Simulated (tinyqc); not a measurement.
Changing the phonon damping: single-oscillator infrared dielectric function of a polar cubic crystal. Computed by tinyqc, a small Python program. Command: `OMP_NUM_THREADS=1 python tinyqc.py 3013644 3013645 out.jsonl infrared sweep`. One thread of a shared host (Intel(R) Xeon(R) Processor @ 2.30GHz), about 0.01 s of CPU time with the checks.

One ion pair, charges +Z* and -Z*, in a cell of volume Omega = a^3. Frequencies omega are given as wavenumbers (1/cm); eps_s is the static dielectric constant.

Inputs (values chosen for the exercise, modelled on caesium chloride):
```
quantity                    value      unit
lattice constant a           4.12  angstrom
mass M_A                    132.9         u
mass M_B                    35.45         u
omega_TO                     97.2      1/cm
Born charge Z*               1.25         e
eps_inf                      2.62         -
probe frequency / omega_TO   1.25         -
```

Structure: caesium chloride. Free carriers: absent.

Constants: nu for 1 eV/(angstrom^2 u) = 15.6333042 THz; 1 THz = 33.35640952 1/cm; e^2/(4 pi eps_0) = 14.39964548 eV angstrom.

Method:
- mu = M_A M_B/(M_A + M_B); ionic plasma term W^2 = 4 pi Z*^2 (e^2/(4 pi eps_0))/(Omega mu) in eV/(angstrom^2 u), turned into 1/cm by W = 15.6333042 x 33.35640952 x sqrt(W^2); omega_LO^2 = omega_TO^2 + W^2/eps_inf; eps_s = eps_inf + W^2/omega_TO^2; Szigeti charge 3 Z*/(eps_inf + 2); longitudinal (Callen) charge Z*/eps_inf.
- eps(omega) = eps_inf + W^2/(omega_TO^2 - omega^2 - i gamma omega); n + i k = sqrt(eps) with k >= 0; R = |(n + i k - 1)/(n + i k + 1)|^2 at normal incidence from vacuum.
- omega is the probe ratio times omega_TO. Intensity decays over 1/(4 pi omega k); the loss function is Im(-1/eps).

One run for each value:
```
phonon damping gamma (1/cm)  reflectivity R      k       n  Im eps  penetration depth of the intensity (micrometre)
0.19                                 0.9949  2.184  0.0073   0.032                                            2.998
0.40                                 0.9893  2.184  0.0155   0.068                                            2.998
0.81                                 0.9785  2.184  0.0313   0.137                                            2.999
1.70                                 0.9555  2.183  0.0657   0.287                                            3.000
3.40                                 0.9130  2.178  0.1311   0.571                                            3.007
7.00                                 0.8294  2.158  0.2672   1.153                                            3.034
14.00                                0.6902  2.086  0.5145   2.146                                            3.140
29.00                                0.4769  1.837  0.9268   3.404                                            3.566
```

Describe and explain the trends.

Over the rows, reflectivity R falls from 0.995 to 0.477 (exponent d ln y / d ln x -0.0076 between the first rows and -0.51 between the last); k falls from 2.18 to 1.84; n rises from 0.00735 to 0.927 (exponent d ln y / d ln x 1.00 between the first rows and 0.81 between the last). Away from the resonance the phonon part of Im eps is proportional to gamma; inside a band of negative Re eps damping lets energy in and lowers R.
